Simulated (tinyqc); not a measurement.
# Mass from the capacitance plateau

Problem. Once one two-dimensional band is degenerate, Cq = q gv md m0 q/(pi hbar^2) and 1/C_G = 1/Cox + 1/Cq (no traps). Find Cq, md and the oxide-equivalent thickness 3.9 eps0/Cq that it adds.

Values chosen for this exercise: valley degeneracy gv = 1.

Constants: q = 1.602176634e-19 C, hbar = 1.054571817e-34 J s, m0 = 9.1093837015e-31 kg, eps0 = 8.8541878128e-14 F/cm where lengths are in cm. Results are converted to the units shown.

C_G on the plateau = 1.4530498 uF/cm^2
Cox = 4.0625097 uF/cm^2

Answer. Removing Cox from the series leaves Cq, which is proportional to gv md.

Cq = 2.262 uF/cm^2
md = 0.03380 m0
added thickness = 1.526 nm

tinyqc, about 0.01 s, one thread, Intel Xeon 2.30GHz (shared host): `OMP_NUM_THREADS=1 python tinyqc.py 2200064 2200065 out.jsonl`
